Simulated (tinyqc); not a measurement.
# From image lowering back to reverse bias V_r

Model: Schottky barrier with interface states (Cowley-Sze model), image lowering and contact resistance. Computed by tinyqc, a small Python program. Command: `OMP_NUM_THREADS=1 python tinyqc.py 3009459 3009460 out.jsonl pinning inv`. One thread of a shared host (Intel(R) Xeon(R) Processor @ 2.30GHz), about 0.03 s of CPU time with the checks.

An n-type semiconductor under a metal. The barrier lies between the Schottky-Mott limit phi_M - chi and the Bardeen limit E_g - E_n, E_n being the neutrality level of the interface states; the space-charge term of the full Cowley-Sze expression is left out.

Inputs (values chosen for the exercise, for a model semiconductor):
```
quantity,value,unit
gap E_g,2.54,eV
electron affinity chi,3.76,eV
metal work function phi_M,4.06,eV
neutrality level E_n above the valence band,0.785,eV
optical dielectric constant eps_opt,8.51,-
dielectric constant eps_s,8.51,-
electron mass m_e,0.617,m_0
valleys M_c,3,-
donor density N,1e+16,cm^-3
temperature T,300,K
```

Pinning factor from: Moench relation.

Constants: k_B = 8.617333262e-05 eV/K; m_0 = 9.1093837015e-31 kg; k_B = 1.380649e-23 J/K; h = 6.62607015e-34 J s; eps_0 = 8.8541878128e-12 F/m; e = 1.602176634e-19 C.

Method:
- S = 1/(1 + 0.1 (eps_opt - 1)^2), an empirical relation for metal-induced gap states.
- phi_B = S (phi_M - chi) + (1 - S)(E_g - E_n); the hole barrier is E_g - phi_B.
- N_c = 2 M_c (2 pi m_e k_B T/h^2)^(3/2); xi = E_c - E_F solves N = N_c F_1/2(-xi/k_B T) (bisection; full ionisation).
- F_1/2(eta) = (2/sqrt(pi)) int_0^infinity sqrt(x)/(1 + exp(x - eta)) dx, by the trapezoid rule in t = sqrt(x) with step 0.02 up to t = 12 (for eta < -12 by exp(eta) - exp(2 eta)/2^(3/2)).
- V_bi = phi_B - xi; W = sqrt(2 eps_s eps_0 (V_bi + V_r - k_B T/e)/(e N)); field at the metal E_m = e N W/(eps_s eps_0); image lowering sqrt(e E_m/(4 pi eps_s eps_0)).

Task: A run gave the result below. Find the reverse bias V_r, known to lie between 0.39 and 0.85 V.

image lowering = 0.03883106 eV

Result:

Each step takes the trial c = (a f_b - b f_a)/(f_b - f_a), f being the result less the target and a, b, c the logarithms of the listed values; c replaces end b, the old b replaces a if the sign of f changed, and otherwise f_a is halved.

Scan of the range:
```
reverse bias V_r (V),image lowering (eV)
0.390,0.0378633
0.444,0.0381626
0.506,0.0384977
0.576,0.0388658
0.656,0.0392742
0.746,0.0397188
0.850,0.0402147
```

False position (Illinois rule, in the logarithm of the input) inside the bracket:
```
step,end a,end b,trial,image lowering (eV)
1,0.506000,0.576000,0.568991,0.0388295
2,0.576000,0.568991,0.569299,0.0388311
3,0.576000,0.569299,0.569302,0.0388311
4,0.569299,0.569302,0.569300,0.0388311
```

Image lowering rises at every point of a 13-point scan of the range (every second point is shown), so one value fits; it is bracketed by 0.506 and 0.576. Answer: reverse bias V_r = 0.5693 V.
